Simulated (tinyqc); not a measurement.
## Tunnelling through a gate dielectric with the two-band (Franz) dispersion, WKB transmission and Tsu-Esaki current: effect of temperature

Electrons leave the emitter at x = 0. Energies E (motion across the layers) are in eV from the emitter Fermi level; the collector Fermi level lies at -V and offers states at every E. No charge in the dielectric and no image force: F1 = V/t1, U = phi1 - F1 x. With C = hbar^2/(2 m0), kappa = sqrt(m u (1 - u/Egx)/C), u = U - E where U > E and 0 elsewhere; T(E) = exp(-S), S = 2 times the integral of kappa over x.

Each layer adds (2/F) sqrt(m/C) [G(u at its left edge) - G(u at its right edge)] to S, with u = U - E (0 where negative) and G(u) = Egx^1.5 (th - sin(4 th)/4)/4, th = arcsin sqrt(u/Egx). J = J0 times the integral of T(E) N(E) dE, N = ln[(1 + exp(-E/Vt))/(1 + exp((-E - V)/Vt))], J0 = q^2 me m0 kB T/(2 pi^2 hbar^3) (times 1e-4 for A/cm^2 per eV), from E = -Ef to far above the barrier (T = 1 there), by quadrature converged to the digits shown. The share over the barrier is that of energies above the highest band edge; 0 means below 1e-6 %.

Values chosen for this exercise; dielectric values close to those of hafnium oxide: Fermi energy of the emitter above its band bottom Ef = 0.17 eV; emitter mass in the supply function me = 1 m0; barrier of layer 1 above the emitter Fermi level at zero bias phi1 = 1.5 eV; tunnelling mass of layer 1 m1 = 0.21 m0; thickness of layer 1 t1 = 2 nm; gap parameter of the two-band dispersion, set freely Egx = 6.9 eV; voltage across the dielectric V = 0.8 V.

Constants: q = 1.602176634e-19 C, kB = 1.380649e-23 J/K, hbar = 1.054571817e-34 J s, m0 = 9.1093837015e-31 kg, Vt = kB T/q, hbar^2/(2 m0) = 0.0380998212 eV nm^2. Results are converted to the units shown.

Effect of temperature:

| T (K) | J (A/cm^2) | mean E of the current (eV) | share over the barrier (%) |
|---|---|---|---|
| 50 | 2.108e4 | -0.1078 | 0 |
| 100 | 2.127e4 | -0.1068 | 0 |
| 200 | 2.204e4 | -0.1030 | 0 |
| 300 | 2.333e4 | -0.09685 | 0 |
| 400 | 2.516e4 | -0.08864 | 0 |
| 500 | 2.755e4 | -0.07852 | 0 |
| 600 | 3.052e4 | -0.06654 | 0 |
| 750 | 3.619e4 | -0.04454 | 1.56e-5 |

Between 50 and 300 K the current changes by a factor of 1.11, and between 300 and 750 K by 1.55; the mean energy of the current rises from -0.108 to -0.0445 eV. The transmission grows by a factor e over d = 0.293 eV near E = 0, equal to kB T/q at 3400 K: far below that temperature the thermal tail adds little.

Computed by the program tinyqc: `OMP_NUM_THREADS=1 python tinyqc.py 2540087 2540088 out.jsonl`, one thread of a shared Intel Xeon 2.30GHz, about 0.02 s for the whole run.
